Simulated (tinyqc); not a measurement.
# Resistance of a source-drain extension with a graded tip, step by step

tinyqc, about 0.04 s, one thread, Intel Xeon 2.30GHz (shared host): `OMP_NUM_THREADS=1 python tinyqc.py 2282154 2282155 out.jsonl` Printed values are rounded.

y runs along the channel, the gate covers y > 0. The doping is N0 for y < y0 and N0 10^(-(y - y0)/la) beyond, uniform over the depth xj. Sheet conductance s(y) = q mu(N) max(N - Nch, 0) xj + (for y > 0) ma Cox Vo, with mu(N) = u0 + (u1 - u0)/(1 + (N/Nr)^au) and Cox = eps0 eox/tox. Current is taken as one-dimensional; depletion of the tip, spreading and the contact are left out. The metallurgical junction lies at yj, where N = Nch.

Values chosen for this exercise; mobility law close to that of electrons in silicon:
- eox = 7.4 (relative permittivity of the gate insulator (close to silicon nitride))
- tox = 3 nm (insulator thickness)
- N0 = 2.9e20 cm^-3 (active doping of the extension far from the gate)
- la = 2 nm/decade (lateral abruptness)
- y0 = 1 nm (position under the gate where the fall begins (gate edge at 0))
- xj = 26 nm (depth of the extension)
- Nch = 5.1e17 cm^-3 (channel doping)
- Vo = 0.37 V (gate overdrive)
- ma = 140 cm^2/(V s) (mobility of the gate-induced layer)
- u1 = 1414 cm^2/(V s) (mobility at low doping)
- u0 = 68.5 cm^2/(V s) (mobility at high doping)
- Nr = 9.2e16 cm^-3 (reference doping)
- au = 0.711 (exponent)
- Lg = 45 nm (gate length)

Constants: q = 1.602176634e-19 C, eps0 = 8.8541878128e-14 F/cm where lengths are in cm. Results are converted to the units shown.

## Sheet resistances and junction position

yj = y0 + la log10(N0/Nch); sheet resistance of the full extension 1/[q mu(N0)(N0 - Nch) xj] and of the gate-induced layer 1/(ma Cox Vo); metallurgical length Lg - 2 yj; ye is where the doped and the gate-induced conductances are equal.

yj = 6.50966 nm
sheet resistance of the extension = 113.806 ohm/square
sheet resistance of the induced layer = 8839.16 ohm/square
metallurgical length = 31.9807 nm
ye = 5.42650 nm
N at ye = 1.77479e18 cm^-3

The gate takes over 1.08 nm before the junction, where N is still 3.48 times the channel doping.

## Resistance of the overlapped part

Midpoint rule on 9 equal steps from 0 to yj: R_ov = sum h/s(y), per width.

```
point    y (nm)   N (cm^-3)  doped conductance (uS)  sheet resistance (ohm/square)
0      0.361648      2.9e20                 8786.88                        112.359
1       1.08494  2.62982e20                 8001.06                        123.241
2       1.80824  1.14361e20                 3648.66                        265.831
3       2.53153  4.97315e19                 1715.51                        546.852
4       3.25483  2.16264e19                 841.556                        1047.46
5       3.97812  9.40452e18                 432.869                        1831.49
6       4.70142  4.08968e18                 228.749                        2924.99
7       5.42471  1.77845e18                 113.359                        4415.16
8       6.14801  7.73382e17                 34.1452                        6789.88
```

R_ov = 13.061 ohm um

The exact integral is 13.212 ohm um; the coarse sum is 1.1 % below it.
